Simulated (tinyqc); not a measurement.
Worked calculation: ROHF in the sto-6g basis, for H4+, spin multiplicity 2. One step of it, computed by the program tinyqc.

Task: Iteration 3: Roothaan effective Fock matrix. With projectors Pc = D(beta) S, Po = (D(alpha) - D(beta)) S, Pv = 1 - D(alpha) S, the block xy is Px^T F Py; with Fc = (F(alpha) + F(beta))/2, the blocks are Fc for cc, oo, vv and cv, F(beta) for co and F(alpha) for ov.

F(alpha) (hartree), lower triangle:
```
           1H 1s      2H 1s      3H 1s      4H 1s
1H 1s  -0.521450
2H 1s  -0.362501  -0.521450
3H 1s  -0.109551  -0.060932  -0.521450
4H 1s  -0.060932  -0.109551  -0.362501  -0.521450
```

F(beta) (hartree), lower triangle:
```
           1H 1s      2H 1s      3H 1s      4H 1s
1H 1s  -0.315045
2H 1s  -0.251926  -0.315045
3H 1s  -0.162888  -0.109612  -0.315045
4H 1s  -0.109612  -0.162888  -0.251926  -0.315045
```

D(alpha) after iteration 2, lower triangle:
```
           1H 1s      2H 1s     3H 1s     4H 1s
1H 1s   0.416491
2H 1s   0.416491   0.416491
3H 1s  -0.050592  -0.050592  0.416491
4H 1s  -0.050592  -0.050592  0.416491  0.416491
```

D(beta) after iteration 2, lower triangle:
```
          1H 1s     2H 1s     3H 1s     4H 1s
1H 1s  0.182949
2H 1s  0.182949  0.182949
3H 1s  0.182949  0.182949  0.182949
4H 1s  0.182949  0.182949  0.182949  0.182949
```

overlap S, lower triangle:
```
          1H 1s     2H 1s     3H 1s     4H 1s
1H 1s  1.000000
2H 1s  0.218487  1.000000
3H 1s  0.106087  0.041926  1.000000
4H 1s  0.041926  0.106087  0.218487  1.000000
```

Give: effective F.

Result:

effective F (hartree), lower triangle:
```
        1H 1s   2H 1s   3H 1s   4H 1s
1H 1s  -0.418
2H 1s  -0.307  -0.418
3H 1s  -0.136  -0.085  -0.418
4H 1s  -0.085  -0.136  -0.307  -0.418
```
